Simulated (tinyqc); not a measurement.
FinFET, parasitic resistance, capacitance and delay: effect of the fin height.

Nf fins under one contact; each has gated perimeter p = 2 Hf + Wf and cross-section A = Hf Wf; contact width Wc = Nf pf, stack height Hs = Hf. Contact length Lc = CPP - Lg - 2 Lsp, shared by two neighbouring gates. Source and drain sides are equal. The formulas are first-order estimates, not field solutions.

Epitaxy sheet resistance Rsh = re/te, transfer length LT = sqrt(rc/Rsh), contact Rc = [sqrt(rc Rsh)/Wc] coth(Lc/(2 LT)); extension of one fin Rx = rx Lsp/A. With N fins: gate Cg = Cinv p N Lg; per side, plate Cp = ks eps0 [Wc (Hs + Hc) - N A]/Lsp, top fringe Cf = (2/pi) ks eps0 Wc ln(1 + Lg/(2 Lsp)), overlap Co = Cinv p N Lov. One fin: I = p Q vx u/(1 + |u|^1.8)^(1/1.8), Q = Cinv n Vt ln(1 + exp((Vg' - VT + dl Vd')/(n Vt))), u = Vd' mu/(vx Lg), Vg' = Vgs - v, Vd' = Vds - 2 v, with the drop on each side v = Rc (sum of I) + Rx I. Ieff = [I(Vgs = Vdd, Vds = Vdd/2) + I(Vdd/2, Vdd)]/2, total currents. With Cs = Cp + Cf + Co, the load of an inverter of two such devices driving an equal one is CL = 2 (Cg + 2 Cs) + 4 Cs + Cw (own drains counted twice for the Miller effect); delay CL Vdd/(2 Ieff).

Values chosen for this exercise; values close to those of silicon logic devices:
```
symbol    value        unit                                  meaning
T           300           K                              temperature
Nf            1                                       number of fins
Wf            7          nm                                fin width
pf           34          nm                                fin pitch
CPP          42          nm                     contacted gate pitch
Lg           12          nm                              gate length
Lsp           5          nm                            spacer length
ks            4                  relative permittivity of the spacer
Hc           25          nm      gate height above the channel stack
rc       1.1e-9    ohm cm^2                      contact resistivity
re      0.00047      ohm cm  resistivity of the source-drain epitaxy
te           20          nm    current-carrying depth of the epitaxy
rx      0.00051      ohm cm             resistivity of the extension
Lov         1.5          nm                             gate overlap
Cinv        2.5     uF/cm^2                    inversion capacitance
vx        8.3e6        cm/s                       injection velocity
mu          160  cm^2/(V s)                        apparent mobility
VT          0.3           V          threshold at zero drain voltage
dl        0.043         V/V                         barrier lowering
n          1.15                                  subthreshold factor
Cw         0.25          fF                                wire load
Vdd         0.7           V                           supply voltage
```

Constants: q = 1.602176634e-19 C, kB = 1.380649e-23 J/K, eps0 = 8.8541878128e-12 F/m, Vt = kB T/q. Results are converted to the units shown.

The same in every row: Rc (ohm) = 346.2.

Effect of the fin height:
```
Hf (nm),Rx/N (ohm),Ieff (uA),CL (aF),delay (ps)
20,182.1,22.41,375.9,5.872
30,121.4,31.48,409.2,4.550
40,91.07,40.27,442.5,3.846
50,72.86,48.79,475.8,3.413
60,60.71,57.05,509.1,3.123
70,52.04,65.06,542.4,2.918
80,45.54,72.83,575.7,2.767
90,40.48,80.37,609.0,2.652
```

As Hf goes from 20 to 90 nm, Ieff rises from 22.4 to 80.4 uA, CL rises from 376 to 609 aF and the delay falls from 5.87 to 2.65 ps. From the first row to the last Ieff grows by a factor of 3.59 and CL by 1.62; the first step changes the delay by -23 %, the last by -4.1 %.

tinyqc, about 0.04 s, one thread, Intel Xeon 2.30GHz (shared host): `OMP_NUM_THREADS=1 python tinyqc.py 2170144 2170145 out.jsonl`
